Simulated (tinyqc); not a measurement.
# Free and trapped electrons in a MOS channel with a dense trap tail, step by step

Program tinyqc, `OMP_NUM_THREADS=1 python tinyqc.py 2222067 2222068 out.jsonl`; Intel Xeon 2.30GHz, shared host, one thread, about 0.03 s. Printed values are rounded.

p-type body, charge-sheet picture, full ionisation (an idealisation for deep acceptors), Boltzmann statistics for free electrons. e = Ec - EF at the surface. Acceptor-like traps of density D(E) = D0 + De exp(-E/Ew) at depth E below Ec, from 0 to Eu, hold n_t = integral of D(E)/(1 + exp((e - E)/Vt)). psi = Eg - Vt ln(Nv/Na) - e; N_dep = sqrt(2 eps0 eps_r Na (psi - Vt)/q); n_f = sqrt(N_dep^2 + 2 eps0 eps_r Vt Nc exp(-e/Vt)/q) - N_dep; Vg = Vfb + psi + q (N_dep + n_t + n_f)/Cox, Cox = eps0 eox/tox.

Values chosen for this exercise; band and dielectric values close to those of 4H silicon carbide:

| symbol | value | unit | meaning |
|---|---|---|---|
| T | 300 | K | temperature |
| Eg | 3.27 | eV | band gap |
| eps_r | 9.81 |  | relative permittivity |
| Nc | 1.71e19 | cm^-3 | conduction-band density of states at T |
| Nv | 2.51e19 | cm^-3 | valence-band density of states at T |
| eox | 3.9 |  | relative permittivity of the insulator |
| tox | 38 | nm | insulator thickness |
| Na | 1.9e17 | cm^-3 | acceptor density |
| Vfb | -2.09 | V | flat-band voltage without trapped charge |
| D0 | 1e11 | cm^-2 eV^-1 | constant background density of acceptor-like traps |
| De | 8.1e12 | cm^-2 eV^-1 | density of the tail at the conduction edge |
| Ew | 0.13 | eV | decay energy of the tail |
| Eu | 0.78 | eV | depth below Ec down to which the traps reach |
| mf | 89 | cm^2/(V s) | mobility of free electrons |
| e | 0.041 | eV | Ec - EF at the surface |

Constants: q = 1.602176634e-19 C, kB = 1.380649e-23 J/K, Vt = kB T/q, eps0 = 8.8541878128e-14 F/cm where lengths are in cm. Results are converted to the units shown.

Range of the model: EF lies less than 2 Vt below the band edge, or above it, where degeneracy and confinement, left out, matter.

## Trapped charge

Trapezoid rule on 16 equal steps from 0 to Eu, f = 1/(1 + exp((e - E)/Vt)).

E, point 0 to 16 (eV): [0, 0.04875, 0.0975, 0.146250, 0.195, 0.243750, 0.2925, 0.341250, 0.39, 0.438750, 0.4875, 0.536250, 0.585, 0.633750, 0.6825, 0.731250, 0.78]
D(E) f, point 0 to 16 (cm^-2 eV^-1): [1.39363e12, 3.25509e12, 3.52940e12, 2.68391e12, 1.90243e12, 1.34165e12, 9.53677e11, 6.86756e11, 5.03275e11, 3.77167e11, 2.90494e11, 2.30924e11, 1.89983e11, 1.61844e11, 1.42505e11, 1.29213e11, 1.20078e11]
n_t = 8.35339e11 cm^-2

With 1600 steps n_t = 8.421e11 cm^-2; the coarse value is 0.81 % below it.

## Charges and gate voltage

psi, N_dep, n_f and Vg as defined, with the n_t given; free share n_f/(n_f + n_t); apparent mobility mf n_f/(n_f + n_t); gate voltage spent on traps q n_t/Cox.

psi = 3.10275 V
N_dep = 2.51769e12 cm^-2
n_f = 1.87895e11 cm^-2
Vg = 7.25580 V
free share = 18.3629 %
apparent mobility = 16.3429 cm^2/(V s)
gate voltage spent on traps = 1.47280 V
